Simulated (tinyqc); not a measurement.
Nanowire ballistic transistor, top-of-the-barrier model: one step of the calculation.

At the top of the source barrier, states moving towards the drain are filled by the source (Fermi level 0) and states moving back by the drain (Fermi level -q Vd); nothing scatters. U is the shift of the band edge there, set by the capacitances CG, CD and CS (the total) and by the charge. Parabolic one-dimensional subbands; the source is grounded.

Task. Current, mean velocity and share of the gate voltage. N0 = gv sqrt(2 m kB T/pi)/hbar, CG = 2 pi eps0 eox/ln(1 + 2 tox/d), CS = CG/aG, n0 = n at U = 0 and Vd = 0. eta1 = -(E0 + U)/Vt, eta2 = eta1 - Vd/Vt, n = (N0/2)[F_(-1/2)(eta1) + F_(-1/2)(eta2)], F_(-1/2)(x) = (1/sqrt(pi)) int_0^infinity u^(-1/2)/(1 + exp(u - x)) du. Each F is summed over the two subbands, F(eta) + F(eta - dE/Vt), which share the mass. I = gv (2 q^2/h) Vt [ln(1 + exp eta1) - ln(1 + exp eta2)], summed over both subbands. Mean velocity I/(q n). CQ = (q/Vt) dn/d(eta1); the band edge follows the gate as -dU/dVg = aG/(1 + CQ/CS).

Inputs (values chosen for the exercise); mass and valleys close to those of a monolayer dichalcogenide: temperature T = 77 K; effective mass m = 0.487 m0; valley degeneracy gv = 2; relative permittivity of the gate insulator eox = 7.5; insulator thickness tox = 3.5 nm; wire diameter d = 8 nm; offset of a second subband (0: none) dE = 0.06 eV; gate control CG/CS aG = 0.88; band edge at the barrier top above the source Fermi level at zero bias E0 = 0.31 eV; drain voltage Vd = 0.1 V.

Constants: q = 1.602176634e-19 C, kB = 1.380649e-23 J/K, hbar = 1.054571817e-34 J s, h = 6.62607015e-34 J s, m0 = 9.1093837015e-31 kg, Vt = kB T/q, eps0 = 8.8541878128e-14 F/cm where lengths are in cm. Results are converted to the units shown.

converged U = -0.39601640 eV

Give: eta1; n; I; mean velocity; CQ; -dU/dVg.

Result.

eta1 = 12.96
n = 1.039e7 cm^-1
I = 17.26 uA
mean velocity = 1.037e7 cm/s
CQ = 22.71 pF/cm
-dU/dVg = 0.2194 eV/V

The carriers from the source are degenerate (eta1 = 13.0), and the mean velocity is 2.65 times vT = sqrt(2 kB T/(pi m)) = 3.91e6 cm/s.

Numbers from tinyqc (`OMP_NUM_THREADS=1 python tinyqc.py 2400141 2400142 out.jsonl`; about 0.09 s on one thread of a shared Intel Xeon 2.30GHz).
